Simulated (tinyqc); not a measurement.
Inside a calculation. Method: RHF in the 3-21g basis, for H2, spin multiplicity 1. One step of it, computed by the program tinyqc.

Task: Iteration 1: diagonalisation and new density. Diagonalise F' = X^T F X, C = X C', fill 1 alpha and 1 beta electrons from the bottom; D = 2 C_occ C_occ^T. Each column has its largest component positive (the first on a tie).

Fock matrix F (hartree):
```
           1H 1s      1H 2s      2H 1s      2H 2s
1H 1s   0.114224  -0.469824  -0.454409  -0.461070
1H 2s  -0.469824  -0.329592  -0.461070  -0.369680
2H 1s  -0.454409  -0.461070   0.114224  -0.469824
2H 2s  -0.461070  -0.369680  -0.469824  -0.329592
```

X:
```
           1H 1s      1H 2s      2H 1s      2H 2s
1H 1s   1.260086  -0.482802  -0.139954   0.059434
1H 2s  -0.482802   1.863737   0.059434  -0.912458
2H 1s  -0.139954   0.059434   1.260086  -0.482802
2H 2s   0.059434  -0.912458  -0.482802   1.863737
```

Give: F' = X^T F X; orbital energies; coefficients C; D after iteration 1.

Result:

F' = X^T F X (hartree):
```
         1        2        3        4
1   0.7352  -0.6222  -0.4045  -0.0936
2  -0.6222   0.2793  -0.0936  -0.2232
3  -0.4045  -0.0936   0.7352  -0.6222
4  -0.0936  -0.2232  -0.6222   0.2793
```

orbital energies (hartree): MO1 -0.5355, MO2 0.2039, MO3 0.9223, MO4 1.4383

coefficients C:
```
          MO1      MO2      MO3      MO4
1H 1s  0.2738   0.1531   0.8013  -1.0505
1H 2s  0.3278   1.5206  -0.6593   1.2994
2H 1s  0.2738  -0.1531   0.8013   1.0505
2H 2s  0.3278  -1.5206  -0.6593  -1.2994
```

D after iteration 1:
```
        1H 1s   1H 2s   2H 1s   2H 2s
1H 1s  0.1499  0.1795  0.1499  0.1795
1H 2s  0.1795  0.2149  0.1795  0.2149
2H 1s  0.1499  0.1795  0.1499  0.1795
2H 2s  0.1795  0.2149  0.1795  0.2149
```
